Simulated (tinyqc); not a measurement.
What sets the wire resistivity: free and nearly free electrons in a metal.

The cubic cell holds 2 atoms: n = 2 z/a^3, kF = (3 pi^2 n)^(1/3), EF = c kF^2/m, vF = 2 c kF/(m hbar), c = hbar^2/2m0; rs = (3/(4 pi n))^(1/3)/a0; D(EF) = 3 n/(2 EF).

Square wire of width w with grain size w: rho/rho0 = 1/(1 - 3 al/2 + 3 al^2 - 3 al^3 ln(1 + 1/al)) + (3/4) (1 - p) l/w, with al = (l/w) Rg/(1 - Rg) (Mayadas-Shatzkes plus the thick-wire form of Fuchs-Sondheimer); l = hbar kF/(n e^2 rho), e = 1.602176634e-19 C.

Constants: hbar^2/2m0 = 3.80998211 eV angstrom^2; hbar = 6.58211957e-16 eV s; a0 (Bohr radius) = 0.5291772105 angstrom.

Inputs chosen for the exercise (near those of W, whose d bands this model ignores; shifted at random, so the results belong to these values and not to a real crystal): a = 3.159 angstrom (bcc lattice constant); z = 2 (free electrons an atom); m = 1 m0 (mass); rho = 5.64 micro-ohm cm (bulk resistivity); p = 0.5 (specularity of the surfaces); Rg = 0.27 (reflection at grain boundaries); w = 30 nm (wire width).

All results formed anew.

One parameter was then changed.

Results before and after:
```
case     EF (eV)  l (nm)  wire rho (micro-ohm cm)
base       9.208    8.92                    7.172
changed    9.208    8.92                    6.843
```

Which of these changes was made? (a) Rg = 0.189; (b) m = 1.2 m0; (c) rho = 6.768 micro-ohm cm; (d) a = 3.254 angstrom; (e) w = 21 nm; (f) p = 0.8.

Answer: (a) Rg = 0.189. Of the candidates, run in turn, only this one gives the changed row.

All candidates:
```
case                      EF (eV)  l (nm)  wire rho (micro-ohm cm)
base                        9.208    8.92                    7.172
a = 3.254 angstrom          8.678    9.47                    7.264
m = 1.2 m0                  7.673    8.92                    7.172
rho = 6.768 micro-ohm cm    9.208    7.44                    8.303
p = 0.8                     9.208    8.92                    6.794
Rg = 0.189                  9.208    8.92                    6.843
w = 21 nm                   9.208    8.92                    7.818
```

The mass drops out of l at given rho, because vF falls and tau rises by the same factor.

Run: tinyqc, `OMP_NUM_THREADS=1 python tinyqc.py 1652237 1652238 out.jsonl`; Intel(R) Xeon(R) Processor @ 2.30GHz, one thread, shared host; about 0.01 s of CPU time with all checks.
